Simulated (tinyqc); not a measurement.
Thermal displacements in the Debye model: Debye-Waller factors, bond-length spread and the Lindemann rule: one step, computed by the program tinyqc.

A Debye spectrum with three branches of one velocity, cut at k_B Theta; 4 atoms per cube, nearest neighbours at d = 0.707107 a.

Question. Mean-square displacement. <u_x^2> = (3 hbar^2/(2 M k_B Theta)) int_0^1 s coth(s Theta/(2T)) ds (64 Gauss-Legendre points); it tends to 3 hbar^2/(4 M k_B Theta) at T = 0 and to 3 hbar^2 T/(M k_B Theta^2) at high T. B = 8 pi^2 <u_x^2>.

Inputs (values chosen for the exercise, modelled on lead): atomic mass M = 207.2 u; Debye temperature Theta = 88.3 K; temperature T = 300 K.

Structure: fcc.

Constants: hbar^2/u = 4.18015928e-03 eV angstrom^2; k_B = 8.617333262e-05 eV/K.

Give: <u_x^2>; zero-point value; classical value; B factor.

Answer.

<u_x^2> = 0.027089 angstrom^2

zero-point value = 0.0019885 angstrom^2

classical value = 0.027024 angstrom^2

B factor = 2.1389 angstrom^2

The zero-point value is 7.3 % and the classical value 99.8 % of the full result; the two are limits, not parts that add.
